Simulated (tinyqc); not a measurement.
# Thermal resistances of a two-die stack

Inverse problem. Heat leaves through the lower die only, and the system is linear. Find the resistance R1 from the lower die to the coolant, R2 between the dies, and the rise of the upper die when both are powered.

Values chosen for this exercise: power of the lower die P1 = 14 W; power of the upper die P2 = 12 W.

rises of the lower and upper die with only the lower one powered (K): [6.72, 6.72]
rises of the lower and upper die with only the upper one powered (K): [5.76, 9.36]

Solution. With only the lower die powered no heat crosses R2, so both dies rise by P1 R1; the difference in the second test is P2 R2; rises add.

R1 = 0.4800 K/W
R2 = 0.3000 K/W
rise of the upper die = 16.08 K

Numbers from tinyqc (`OMP_NUM_THREADS=1 python tinyqc.py 2162229 2162230 out.jsonl`; about 0.03 s on one thread of a shared Intel Xeon 2.30GHz).
